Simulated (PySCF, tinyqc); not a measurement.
CISD on RHF in the 3-21g basis, for H3+, spin multiplicity 1, step by step (part 1 of 2). The lowest restricted solution is unstable here: a spin-polarised one lies 0.0120 hartree lower (PySCF). Computed by tinyqc, a small Python program that keeps every step (integrals from PySCF). Settings: charge = 1, multiplicity = 1, basis = 3-21g, method = RHF, energy threshold = 1e-10, iteration cap = 67, orthogonalisation = canonical, start = Wolfsberg-Helmholz matrix, DIIS depth = 6, ci = CISD, davidson = 1. Command: `OMP_NUM_THREADS=1 python tinyqc.py 20250 20251 out.jsonl` (the two numbers bound the seeds that draw the settings). One thread of a shared host (Intel(R) Xeon(R) Processor @ 2.60GHz), about 0.1 s of CPU time with the checks. The early iterations of the SCF are left out here.

## One-electron integrals

Geometry (angstrom):
```
atom         x         y          z
H     0.000000  0.000000   0.000000
H     0.000000  0.000000   1.325000
H     0.000000  0.000000  -1.325000
```

Basis 3-21g: exponents (1/bohr^2) and contraction coefficients of normalised primitives:
```
element  l (shell)  exponent  coefficient
H            s (1)  5.447178     0.156285
H            s (1)  0.824547     0.904691
H            s (2)  0.183192     1.000000
```

Overlap, kinetic and nuclear-attraction integrals over the contracted functions; the nuclear repulsion is the sum of Za Zb / Rab.

nuclear repulsion = 0.99844757 hartree

overlap S:
```
          1H 1s     1H 2s     2H 1s     2H 2s     3H 1s     3H 2s
1H 1s  1.000000  0.645899  0.063489  0.250341  0.063489  0.250341
1H 2s  0.645899  1.000000  0.250341  0.563123  0.250341  0.563123
2H 1s  0.063489  0.250341  1.000000  0.645899  0.000026  0.014673
2H 2s  0.250341  0.563123  0.645899  1.000000  0.014673  0.100557
3H 1s  0.063489  0.250341  0.000026  0.014673  1.000000  0.645899
3H 2s  0.250341  0.563123  0.014673  0.100557  0.645899  1.000000
```

kinetic energy T (hartree):
```
           1H 1s     1H 2s      2H 1s      2H 2s      3H 1s      3H 2s
1H 1s   1.549405  0.293152  -0.062759   0.041719  -0.062759   0.041719
1H 2s   0.293152  0.274788   0.041719   0.095499   0.041719   0.095499
2H 1s  -0.062759  0.041719   1.549405   0.293152  -0.000193  -0.010079
2H 2s   0.041719  0.095499   0.293152   0.274788  -0.010079  -0.014682
3H 1s  -0.062759  0.041719  -0.000193  -0.010079   1.549405   0.293152
3H 2s   0.041719  0.095499  -0.010079  -0.014682   0.293152   0.274788
```

nuclear attraction V (hartree):
```
           1H 1s      1H 2s      2H 1s      2H 2s      3H 1s      3H 2s
1H 1s  -2.519672  -1.298394  -0.118137  -0.488339  -0.118137  -0.488339
1H 2s  -1.298394  -1.456136  -0.458016  -0.793976  -0.458016  -0.793976
2H 1s  -0.118137  -0.458016  -2.319984  -1.169508  -0.000060  -0.026086
2H 2s  -0.488339  -0.793976  -1.169508  -1.269256  -0.026086  -0.146425
3H 1s  -0.118137  -0.458016  -0.000060  -0.026086  -2.319984  -1.169508
3H 2s  -0.488339  -0.793976  -0.026086  -0.146425  -1.169508  -1.269256
```

core Hamiltonian H = T + V (hartree):
```
           1H 1s      1H 2s      2H 1s      2H 2s      3H 1s      3H 2s
1H 1s  -0.970268  -1.005243  -0.180896  -0.446620  -0.180896  -0.446620
1H 2s  -1.005243  -1.181348  -0.416296  -0.698476  -0.416296  -0.698476
2H 1s  -0.180896  -0.416296  -0.770580  -0.876356  -0.000253  -0.036165
2H 2s  -0.446620  -0.698476  -0.876356  -0.994468  -0.036165  -0.161108
3H 1s  -0.180896  -0.416296  -0.000253  -0.036165  -0.770580  -0.876356
3H 2s  -0.446620  -0.698476  -0.036165  -0.161108  -0.876356  -0.994468
```

## Two-electron integrals

Functions are numbered as in S; the eight-fold symmetry (ij|kl) = (ji|kl) = (kl|ij) leaves the list below.

Two-electron integrals (ij|kl) in chemists' order, unique and non-zero (hartree):
```
(11|11) 1.140145   (21|11) 0.611403   (21|21) 0.345152   (22|11) 0.626370
(22|21) 0.380329   (22|22) 0.482957   (31|11) 0.046160   (31|21) 0.027756
(31|22) 0.033873   (31|31) 0.004112   (32|11) 0.119133   (32|21) 0.075518
(32|22) 0.105614   (32|31) 0.012536   (32|32) 0.051379   (33|11) 0.399025
(33|21) 0.256895   (33|22) 0.379533   (33|31) 0.046160   (33|32) 0.226086
(33|33) 1.140145   (41|11) 0.226086   (41|21) 0.128990   (41|22) 0.144700
(41|31) 0.012536   (41|32) 0.034710   (41|33) 0.119133   (41|41) 0.051379
(42|11) 0.303214   (42|21) 0.187187   (42|22) 0.248032   (42|31) 0.022074
(42|32) 0.078106   (42|33) 0.303214   (42|41) 0.078106   (42|42) 0.153149
(43|11) 0.256895   (43|21) 0.164805   (43|22) 0.241200   (43|31) 0.027756
(43|32) 0.128990   (43|33) 0.611403   (43|41) 0.075518   (43|42) 0.187187
(43|43) 0.345152   (44|11) 0.379533   (44|21) 0.241200   (44|22) 0.347611
(44|31) 0.033873   (44|32) 0.144700   (44|33) 0.626370   (44|41) 0.105614
(44|42) 0.248032   (44|43) 0.380329   (44|44) 0.482957   (51|11) 0.046160
(51|21) 0.027756   (51|22) 0.033873   (51|31) 0.001621   (51|32) 0.004804
(51|33) 0.016934   (51|41) 0.008947   (51|42) 0.013552   (51|43) 0.010938
(51|44) 0.016869   (51|51) 0.004112   (52|11) 0.119133   (52|21) 0.075518
(52|22) 0.105614   (52|31) 0.004804   (52|32) 0.015184   (52|33) 0.054807
(52|41) 0.024796   (52|42) 0.041883   (52|43) 0.035400   (52|44) 0.054763
(52|51) 0.012536   (52|52) 0.051379   (53|11) 0.000028   (53|21) 0.000016
(53|22) 0.000016   (53|31) 1.20e-06   (53|32) 3.15e-06   (53|33) 0.000011
(53|41) 0.000006   (53|42) 0.000008   (53|43) 0.000007   (53|44) 0.000010
(53|51) 1.20e-06   (53|52) 3.15e-06   (54|11) 0.008525   (54|21) 0.005283
(54|22) 0.006945   (54|31) 0.000326   (54|32) 0.001000   (54|33) 0.003566
(54|41) 0.001728   (54|42) 0.002783   (54|43) 0.002303   (54|44) 0.003557
(54|51) 0.000810   (54|52) 0.002885   (54|53) 2.24e-07   (54|54) 0.000174
(55|11) 0.399025   (55|21) 0.256895   (55|22) 0.379533   (55|31) 0.016934
(55|32) 0.054807   (55|33) 0.199690   (55|41) 0.085069   (55|42) 0.149439
(55|43) 0.128979   (55|44) 0.199671   (55|51) 0.046160   (55|52) 0.226086
(55|53) 0.000011   (55|54) 0.011614   (55|55) 1.140145   (61|11) 0.226086
(61|21) 0.128990   (61|22) 0.144700   (61|31) 0.008947   (61|32) 0.024796
(61|33) 0.085069   (61|41) 0.045502   (61|42) 0.065701   (61|43) 0.054838
(61|44) 0.082565   (61|51) 0.012536   (61|52) 0.034710   (61|53) 0.000006
(61|54) 0.002393   (61|55) 0.119133   (61|61) 0.051379   (62|11) 0.303214
(62|21) 0.187187   (62|22) 0.248032   (62|31) 0.013552   (62|32) 0.041883
(62|33) 0.149439   (62|41) 0.065701   (62|42) 0.110230   (62|43) 0.096290
(62|44) 0.146484   (62|51) 0.022074   (62|52) 0.078106   (62|53) 0.000008
(62|54) 0.004784   (62|55) 0.303214   (62|61) 0.078106   (62|62) 0.153149
(63|11) 0.008525   (63|21) 0.005283   (63|22) 0.006945   (63|31) 0.000810
(63|32) 0.002885   (63|33) 0.011614   (63|41) 0.002393   (63|42) 0.004784
(63|43) 0.006814   (63|44) 0.008031   (63|51) 0.000326   (63|52) 0.001000
(63|53) 2.24e-07   (63|54) 0.000067   (63|55) 0.003566   (63|61) 0.001728
(63|62) 0.002783   (63|63) 0.000174   (64|11) 0.062986   (64|21) 0.038245
(64|22) 0.048565   (64|31) 0.003406   (64|32) 0.010620   (64|33) 0.038165
(64|41) 0.014551   (64|42) 0.024941   (64|43) 0.024254   (64|44) 0.034955
(64|51) 0.003406   (64|52) 0.010620   (64|53) 1.65e-06   (64|54) 0.000698
(64|55) 0.038165   (64|61) 0.014551   (64|62) 0.024941   (64|63) 0.000698
(64|64) 0.004884   (65|11) 0.256895   (65|21) 0.164805   (65|22) 0.241200
(65|31) 0.010938   (65|32) 0.035400   (65|33) 0.128979   (65|41) 0.054838
(65|42) 0.096290   (65|43) 0.083308   (65|44) 0.128949   (65|51) 0.027756
(65|52) 0.128990   (65|53) 0.000007   (65|54) 0.006814   (65|55) 0.611403
(65|61) 0.075518   (65|62) 0.187187   (65|63) 0.002303   (65|64) 0.024254
(65|65) 0.345152   (66|11) 0.379533   (66|21) 0.241200   (66|22) 0.347611
(66|31) 0.016869   (66|32) 0.054763   (66|33) 0.199671   (66|41) 0.082565
(66|42) 0.146484   (66|43) 0.128949   (66|44) 0.199203   (66|51) 0.033873
(66|52) 0.144700   (66|53) 0.000010   (66|54) 0.008031   (66|55) 0.626370
(66|61) 0.105614   (66|62) 0.248032   (66|63) 0.003557   (66|64) 0.034955
(66|65) 0.380329   (66|66) 0.482957
```

## Orthogonalisation

S = U s U^T; canonical form X = U s^(-1/2), so that X^T S X = 1. Each column of U has its largest component positive (the first on a tie).

eigenvalues of S: 0.135812  0.316484  0.393481  1.026057  1.582932  2.545234

X:
```
               1          2          3          4          5         6
1H 1s  -0.790373   0.000000   0.873734   0.667472   0.000000  0.248872
1H 2s   1.894180   0.000000  -0.566361   0.252754   0.000000  0.355105
2H 1s   0.414803  -0.852775   0.689830  -0.448392   0.412882  0.180684
2H 2s  -1.184563   0.923382  -0.502750  -0.177609   0.381311  0.264160
3H 1s   0.414803   0.852775   0.689830  -0.448392  -0.412882  0.180684
3H 2s  -1.184563  -0.923382  -0.502750  -0.177609  -0.381311  0.264160
```

## Iteration 7 (converged): orbitals

converged F (hartree):
```
           1H 1s      1H 2s      2H 1s      2H 2s      3H 1s      3H 2s
1H 1s  -0.100162  -0.627438  -0.235500  -0.369965  -0.235500  -0.369965
1H 2s  -0.627438  -0.662338  -0.354980  -0.460662  -0.354980  -0.460662
2H 1s  -0.235500  -0.354980  -0.057994  -0.504937  -0.041185  -0.095121
2H 2s  -0.369965  -0.460662  -0.504937  -0.472912  -0.095121  -0.194166
3H 1s  -0.235500  -0.354980  -0.041185  -0.095121  -0.057994  -0.504937
3H 2s  -0.369965  -0.460662  -0.095121  -0.194166  -0.504937  -0.472912
```

Diagonalise F' = X^T F X, C = X C', fill 1 alpha and 1 beta electrons from the bottom; D = 2 C_occ C_occ^T. Each column has its largest component positive (the first on a tie).

F' = X^T F X (hartree):
```
           1          2          3          4          5          6
1   0.655038   0.000000  -0.103635  -0.426817   0.000000  -0.047264
2   0.000000   0.791034   0.000000   0.000000  -0.230415   0.000000
3  -0.103635   0.000000   0.845240   0.004847   0.000000   0.015623
4  -0.426817   0.000000   0.004847   0.129249   0.000000  -0.029729
5   0.000000  -0.230415   0.000000   0.000000  -0.344869   0.000000
6  -0.047264   0.000000   0.015623  -0.029729   0.000000  -0.818362
```

orbital energies (hartree): MO1 -0.822220, MO2 -0.389829, MO3 -0.108122, MO4 0.774930, MO5 0.835994, MO6 0.966578

coefficients C:
```
            MO1        MO2        MO3        MO4        MO5        MO6
1H 1s  0.240486   0.000000   0.220416  -0.053290   0.000000  -1.336525
1H 2s  0.459198   0.000000   1.092298  -0.449725   0.000000   1.578744
2H 1s  0.171624   0.241923  -0.164805  -0.907971   0.916062   0.024524
2H 2s  0.202512   0.551092  -0.775672   0.949449  -0.833265  -0.461671
3H 1s  0.171624  -0.241923  -0.164805  -0.907971  -0.916062   0.024524
3H 2s  0.202512  -0.551092  -0.775672   0.949449   0.833265  -0.461671
```

D after iteration 7:
```
          1H 1s     1H 2s     2H 1s     2H 2s     3H 1s     3H 2s
1H 1s  0.115667  0.220862  0.082547  0.097402  0.082547  0.097402
1H 2s  0.220862  0.421726  0.157619  0.185986  0.157619  0.185986
2H 1s  0.082547  0.157619  0.058910  0.069512  0.058910  0.069512
2H 2s  0.097402  0.185986  0.069512  0.082022  0.069512  0.082022
3H 1s  0.082547  0.157619  0.058910  0.069512  0.058910  0.069512
3H 2s  0.097402  0.185986  0.069512  0.082022  0.069512  0.082022
```

## Convergence

Stop when the energy changes by less than 1e-10 hartree and every element of the error matrix X^T (F D S - S D F) X is below 3e-06.

Course of the cycle:
```
iteration  E (hartree)     change  largest element of the error matrix
1          -1.07197243          -                             2.31e-01
2          -1.12419462  -5.22e-02                             4.79e-02
3          -1.12597402  -1.78e-03                             2.86e-03
4          -1.12597762  -3.60e-06                             2.74e-04
5          -1.12597769  -6.56e-08                             2.34e-05
6          -1.12597769  -6.33e-10                             1.71e-08
7          -1.12597769   0.000000                             2.29e-12
```

PySCF RHF in the same basis = -1.12597769 hartree

Converged in 7 iterations.

## Integrals over molecular orbitals

(pq|rs) = sum C_ip C_jq C_kr C_ls (ij|kl), one index at a time.

one-electron integrals over orbitals h = C^T H C (hartree):
```
           1          2          3          4          5          6
1  -1.302205   0.000000  -0.076365   0.041344   0.000000   0.072207
2   0.000000  -1.044419   0.000000   0.000000  -0.085641   0.000000
3  -0.076365   0.000000  -0.841032  -0.105183   0.000000   0.133530
4   0.041344   0.000000  -0.105183   0.070798   0.000000  -0.018516
5   0.000000  -0.085641   0.000000   0.000000   0.115221   0.000000
6   0.072207   0.000000   0.133530  -0.018516   0.000000   0.005661
```

Two-electron integrals over orbitals (pq|rs), unique and non-zero (hartree):
```
(11|11) 0.479985    (21|21) 0.119665    (22|11) 0.387127    (22|22) 0.413916
(31|11) 0.076365    (31|22) -0.029197   (31|31) 0.093807    (32|21) -0.107738
(32|32) 0.117406    (33|11) 0.413358    (33|22) 0.373348    (33|31) 0.033030
(33|33) 0.386932    (41|11) -0.041344   (41|22) -0.064699   (41|31) 0.023318
(41|33) -0.039045   (41|41) 0.039691    (42|21) -0.063195   (42|32) 0.055715
(42|42) 0.079791    (43|11) 0.064250    (43|22) 0.069051    (43|31) -0.007285
(43|33) 0.050758    (43|41) -0.038488   (43|43) 0.045764    (44|11) 0.371911
(44|22) 0.414610    (44|31) -0.043261   (44|33) 0.364561    (44|41) -0.083015
(44|43) 0.085031    (44|44) 0.448123    (51|21) 0.039728    (51|32) -0.040581
(51|42) -0.053179   (51|51) 0.037586    (52|11) 0.062685    (52|22) 0.091860
(52|31) -0.029271   (52|33) 0.058623    (52|41) -0.055320   (52|43) 0.056769
(52|44) 0.117761    (52|52) 0.078730    (53|21) -0.045865   (53|32) 0.037272
(53|42) 0.058141    (53|51) -0.036979   (53|53) 0.044495    (54|21) -0.165540
(54|32) 0.163876    (54|42) 0.111782    (54|51) -0.076362   (54|53) 0.078244
(54|54) 0.271773    (55|11) 0.379179    (55|22) 0.417302    (55|31) -0.039415
(55|33) 0.368531    (55|41) -0.083299   (55|43) 0.087733    (55|44) 0.450296
(55|52) 0.119015    (55|55) 0.453237    (61|11) -0.072207   (61|22) -0.012224
(61|31) -0.054512   (61|33) -0.057249   (61|41) 0.001535    (61|43) -0.002149
(61|44) -0.007788   (61|52) -0.001148   (61|55) -0.008300   (61|61) 0.083882
(62|21) 0.008260    (62|32) -0.000530   (62|42) -0.007163   (62|51) 0.002687
(62|53) -0.006377   (62|54) -0.008018   (62|62) 0.005697    (63|11) -0.094021
(63|22) -0.023738   (63|31) -0.061569   (63|33) -0.062949   (63|41) 0.006261
(63|43) -0.012531   (63|44) -0.018782   (63|52) -0.008599   (63|55) -0.021059
(63|61) 0.076410    (63|63) 0.079610    (64|11) 0.010025    (64|22) -0.004583
(64|31) 0.012734    (64|33) 0.001821    (64|41) 0.005118    (64|43) 0.000561
(64|44) -0.008596   (64|52) -0.005313   (64|55) -0.006960   (64|61) -0.000016
(64|63) -0.003986   (64|64) 0.004766    (65|21) 0.006139    (65|32) -0.009175
(65|42) -0.004795   (65|51) 0.004952    (65|53) -0.001430   (65|54) -0.012892
(65|62) -0.002557   (65|65) 0.003813    (66|11) 0.522400    (66|22) 0.339564
(66|31) 0.159775    (66|33) 0.436490    (66|41) -0.015136   (66|43) 0.045385
(66|44) 0.315414    (66|52) 0.027626    (66|55) 0.324547    (66|61) -0.160403
(66|63) -0.176504   (66|64) 0.019716    (66|66) 0.717396
```

## CISD: determinants and Hamiltonian

Hartree-Fock energy = -1.12597769 hartree

Slater-Condon rules over spin orbitals, with the nuclear repulsion added and E(HF) subtracted on the diagonal. Only determinants linked to the reference directly or through others are kept (one block of an abelian symmetry group), so some states are absent.

Occupation strings over the orbitals (2 doubly, a alpha, b beta, 0 empty; spin orbitals ordered 1a 1b 2a 2b ...): 200000 a0b000 a00b00 a0000b b0a000 b00a00 b0000a 020000 0a00b0 002000 00ab00 00a00b 00ba00 000200 000a0b 0b00a0 000020 00b00a 000b0a 000002

H - E(HF) between determinants (hartree):
```
           200000     a0b000     a00b00     a0000b     b0a000     b00a00     b0000a     020000
200000   0.000000   0.000000   0.000000   0.000000   0.000000   0.000000   0.000000   0.119665
a0b000   0.000000   0.394546  -0.040932   0.039509  -0.093807  -0.023318   0.054512  -0.107738
a00b00   0.000000  -0.040932   1.264929  -0.008491  -0.023318  -0.039691  -0.001535  -0.063195
a0000b   0.000000   0.039509  -0.008491   1.350280   0.054512  -0.001535  -0.083882   0.008260
b0a000   0.000000  -0.093807  -0.023318   0.054512   0.394546  -0.040932   0.039509   0.107738
b00a00   0.000000  -0.023318  -0.039691  -0.001535  -0.040932   1.264929  -0.008491   0.063195
b0000a   0.000000   0.054512  -0.001535  -0.083882   0.039509  -0.008491   1.350280  -0.008260
020000   0.119665  -0.107738  -0.063195   0.008260   0.107738   0.063195  -0.008260   0.449503
0a00b0   0.039728  -0.045865  -0.165540   0.006139   0.040581   0.053179  -0.002687   0.006219
002000   0.093807  -0.043335  -0.007285  -0.061569   0.043335   0.007285   0.061569   0.117406
00ab00   0.023318  -0.007285  -0.119626   0.012734  -0.002299   0.038488  -0.006261   0.055715
00a00b  -0.054512  -0.061569   0.012734   0.083410  -0.014957   0.002149  -0.076410  -0.000530
00ba00  -0.023318  -0.002299   0.038488  -0.006261  -0.007285  -0.119626   0.012734  -0.055715
000200   0.039691  -0.038488  -0.041671   0.005118   0.038488   0.041671  -0.005118   0.079791
000a0b   0.001535   0.006261   0.005118   0.026208   0.002149  -0.064418   0.000016  -0.007163
0b00a0  -0.039728   0.040581   0.053179  -0.002687  -0.045865  -0.165540   0.006139  -0.006219
000020   0.037586  -0.036979  -0.076362   0.004952   0.036979   0.076362  -0.004952   0.078730
00b00a   0.054512  -0.014957   0.002149  -0.076410  -0.061569   0.012734   0.083410   0.000530
000b0a  -0.001535   0.002149  -0.064418   0.000016   0.006261   0.005118   0.026208   0.007163
000002   0.083882   0.076410  -0.000016  -0.088196  -0.076410   0.000016   0.088196   0.005697

           0a00b0     002000     00ab00     00a00b     00ba00     000200     000a0b     0b00a0
200000   0.039728   0.093807   0.023318  -0.054512  -0.023318   0.039691   0.001535  -0.039728
a0b000  -0.045865  -0.043335  -0.007285  -0.061569  -0.002299  -0.038488   0.006261   0.040581
a00b00  -0.165540  -0.007285  -0.119626   0.012734   0.038488  -0.041671   0.005118   0.053179
a0000b   0.006139  -0.061569   0.012734   0.083410  -0.006261   0.005118   0.026208  -0.002687
b0a000   0.040581   0.043335  -0.002299  -0.014957  -0.007285   0.038488   0.002149  -0.045865
b00a00   0.053179   0.007285   0.038488   0.002149  -0.119626   0.041671  -0.064418  -0.165540
b0000a  -0.002687   0.061569  -0.006261  -0.076410   0.012734  -0.005118   0.000016   0.006139
020000   0.006219   0.117406   0.055715  -0.000530  -0.055715   0.079791  -0.007163  -0.006219
0a00b0   1.612530   0.037272   0.163876  -0.009175  -0.058141   0.111782  -0.004795  -0.078730
002000   0.037272   0.829294  -0.054425   0.070581   0.054425   0.045764  -0.012531  -0.037272
00ab00   0.163876  -0.054425   1.718753  -0.016695  -0.045764  -0.020152   0.000561  -0.058141
00a00b  -0.009175   0.070581  -0.016695   1.725545   0.012531   0.000561  -0.059798   0.006377
00ba00  -0.058141   0.054425  -0.045764   0.012531   1.718753   0.020152  -0.114748   0.163876
000200   0.111782   0.045764  -0.020152   0.000561   0.020152   2.714144  -0.027112  -0.111782
000a0b  -0.004795  -0.012531   0.000561  -0.059798  -0.114748  -0.027112   2.516298   0.008018
0b00a0  -0.078730  -0.037272  -0.058141   0.006377   0.163876  -0.111782   0.008018   1.612530
000020   0.033374   0.044495   0.078244  -0.001430  -0.078244   0.271773  -0.012892  -0.033374
00b00a   0.006377  -0.070581   0.012531  -0.079610  -0.016695  -0.000561   0.003986  -0.009175
000b0a   0.008018   0.012531  -0.114748   0.003986   0.000561   0.027112  -0.004766  -0.004795
000002  -0.002557   0.079610  -0.003986  -0.042973   0.003986   0.004766   0.001200   0.002557

           000020     00b00a     000b0a     000002
200000   0.037586   0.054512  -0.001535   0.083882
a0b000  -0.036979  -0.014957   0.002149   0.076410
a00b00  -0.076362   0.002149  -0.064418  -0.000016
a0000b   0.004952  -0.076410   0.000016  -0.088196
b0a000   0.036979  -0.061569   0.006261  -0.076410
b00a00   0.076362   0.012734   0.005118   0.000016
b0000a  -0.004952   0.083410   0.026208   0.088196
020000   0.078730   0.000530   0.007163   0.005697
0a00b0   0.033374   0.006377   0.008018  -0.002557
002000   0.044495  -0.070581   0.012531   0.079610
00ab00   0.078244   0.012531  -0.114748  -0.003986
00a00b  -0.001430  -0.079610   0.003986  -0.042973
00ba00  -0.078244  -0.016695   0.000561   0.003986
000200   0.271773  -0.000561   0.027112   0.004766
000a0b  -0.012892   0.003986  -0.004766   0.001200
0b00a0  -0.033374  -0.009175  -0.004795   0.002557
000020   2.808105   0.001430   0.012892   0.003813
00b00a   0.001430   1.725545  -0.059798   0.042973
000b0a   0.012892  -0.059798   2.516298  -0.001200
000002   0.003813   0.042973  -0.001200   2.853143
```
